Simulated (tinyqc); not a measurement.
Inside a calculation. Method: Hubbard ring of 3 sites. Computed by tinyqc, a small Python program that keeps every step. Settings: hopping = 1.69, U = 7.4, mixing = 1, iteration cap = 74. Command: `OMP_NUM_THREADS=1 python tinyqc.py 25754 25755 out.jsonl` (the two numbers bound the seeds that draw the settings). One thread of a shared host (Intel(R) Xeon(R) Processor @ 2.60GHz), about 0.2 s of CPU time with the checks. Later iterations appear only in the table of the cycle.

## Mean-field iteration 1

one-body matrix (hopping and site energies) (eV), order 1, 2, 3:
$$\begin{pmatrix}
0.00000 & -1.69000 & -1.69000 \\
-1.69000 & 0.00000 & -1.69000 \\
-1.69000 & -1.69000 & 0.00000
\end{pmatrix}$$

U = 7.40000 eV

electrons, up and down: [2, 1]

mixing = 1

n(up) at the start (a guess, not normalised): 1 0.71700, 2 0.61700, 3 0.71700

n(down) at the start (a guess): 1 0.28300, 2 0.38300, 3 0.28300

H(up) = T + U n(down), H(down) = T + U n(up); fill the lowest levels; n(new) = n + mixing (n(out) - n); E = tr T (rho up + rho down) + U sum n_up n_down of the output.

levels, up (eV): [-1.06192, 3.78420, 4.30032]

levels, down (eV): [1.65403, 6.52757, 6.99580]

energy = -0.39108 eV

n(up) after iteration 1: 1 0.86329, 2 0.27342, 3 0.86329

n(down) after iteration 1: 1 0.29873, 2 0.40253, 3 0.29873

## Mean-field iteration 2

As before.

levels, up (eV): [-0.93784, 3.90062, 4.43722]

levels, down (eV): [0.62198, 6.09965, 8.07836]

energy = -1.05437 eV

n(up) after iteration 2: 1 0.86433, 2 0.27134, 3 0.86433

n(down) after iteration 2: 1 0.12791, 2 0.74418, 3 0.12791

## Convergence

Each step fills the lowest levels of T + U n(other spin) and sets n(new) = n + mixing (n(out) - n); stop when output and input agree to 1e-8.

Course of the cycle:
```
iteration      E (eV)  largest |n(out) - n(in)|  mean |n_up - n_down|
1          -0.3910777                  3.44e-01               0.41941
2          -1.0543741                  3.42e-01               0.64856
3          -1.4370553                  1.69e-01               0.76197
4          -1.5394025                  9.97e-02               0.82870
5          -1.5522739                  2.20e-02               0.84348
6          -1.5534234                  9.27e-03               0.84969
7          -1.5535119                  1.71e-03               0.85083
8          -1.5535185                  6.90e-04               0.85129
9          -1.5535189                  1.25e-04               0.85138
10         -1.5535190                  5.04e-05               0.85141
11         -1.5535190                  9.11e-06               0.85142
12         -1.5535190                  3.67e-06               0.85142
13         -1.5535190                  6.65e-07               0.85142
14         -1.5535190                  2.68e-07               0.85142
15         -1.5535190                  4.85e-08               0.85142
16         -1.5535190                  1.95e-08               0.85142
17         -1.5535190                  3.53e-09               0.85142
```

local moments n_up - n_down: 1 0.88857, 2 -0.77713, 3 0.88857

Converged in 17 iterations. Before convergence this energy mixes input and output and is not variational, so it may rise towards its limit.

## The many-body Hamiltonian

Basis: all placements (u, d, 2, 0 on each site), up operators ordered before down ones; hops carry the sign of the same-spin electrons passed.

H (eV):
```
          2u0       u20       uud       20u       udu       u02       duu       02u
2u0   7.40000  -1.69000  -1.69000  -1.69000   0.00000   0.00000   1.69000   0.00000
u20  -1.69000   7.40000  -1.69000   0.00000  -1.69000   0.00000   0.00000   1.69000
uud  -1.69000  -1.69000   0.00000   0.00000   0.00000  -1.69000   0.00000   0.00000
20u  -1.69000   0.00000   0.00000   7.40000  -1.69000  -1.69000  -1.69000   0.00000
udu   0.00000  -1.69000   0.00000  -1.69000   0.00000  -1.69000   0.00000  -1.69000
u02   0.00000   0.00000  -1.69000  -1.69000  -1.69000   7.40000   0.00000   0.00000
duu   1.69000   0.00000   0.00000  -1.69000   0.00000   0.00000   0.00000  -1.69000
02u   0.00000   1.69000   0.00000   0.00000  -1.69000   0.00000  -1.69000   7.40000
0u2   0.00000   0.00000   1.69000   0.00000   0.00000  -1.69000  -1.69000  -1.69000

          0u2
2u0   0.00000
u20   0.00000
uud   1.69000
20u   0.00000
udu   0.00000
u02  -1.69000
duu  -1.69000
02u  -1.69000
0u2   7.40000
```

## Exact diagonalisation (9 states)

Lowest levels of the sector, and the double occupancy of the lowest state.

lowest levels (eV): [-2.01492, -2.01492, 0.00000, 5.62366, 5.62366, 7.40000]

double occupancy per site = 0.06874

The mean-field solution above lies 0.4614 eV above the exact energy.

## The lowest level by Lanczos steps

From a random start vector (not printed): a_j = <q_j|H|q_j>, b_j = norm of the remainder after orthogonalising; the Ritz value is the lowest eigenvalue of the tridiagonal matrix of a and b so far.

Lanczos:
```
j  a_j (eV)  b_j (eV)  lowest Ritz value (eV)
1   5.54579   5.71941               5.5457897
2   3.26525   2.90981              -1.4264473
3   7.00097   1.03205              -2.0062627
4   6.21808   1.01922              -2.0144158
5   0.16991         0              -2.0149220
```
